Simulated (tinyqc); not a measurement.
Landau-Devonshire theory of a uniaxial ferroelectric: one step, computed by the program tinyqc.

G(P) = (alpha/2) P^2 + (beta*/4) P^4 + (gamma/6) P^6 - E P per volume, SI units, one domain, P along the polar axis, which is normal to the film.

Problem. Coefficients at T. alpha = alpha_0 (T - T0*), with clamping: T0* = T0 + 4 Q12 u_m/(alpha_0 (s11 + s12)), beta* = beta + 4 Q12^2/(s11 + s12).

Inputs (values chosen for the exercise, modelled on lead titanate):
```
quantity                        value         unit
alpha_0                        747000  J m/(C^2 K)
Curie-Weiss temperature T0        752            K
beta                        -2.83e+08    J m^5/C^4
temperature T                     346            K
misfit strain u_m             -0.0078            -
electrostriction Q12           -0.026      m^4/C^2
compliance s11 + s12          5.5e-12        m^2/N
```

Sample: epitaxial film.

Give: T0*; alpha; beta*.

Solution.

T0* = 949.4 K

alpha = -4.508e+08 J m/C^2

beta* = 2.086e+08 J m^5/C^4

Compression raises T0 by 197 K. beta* > 0: the transition is of second order, although the free crystal has a first-order one.
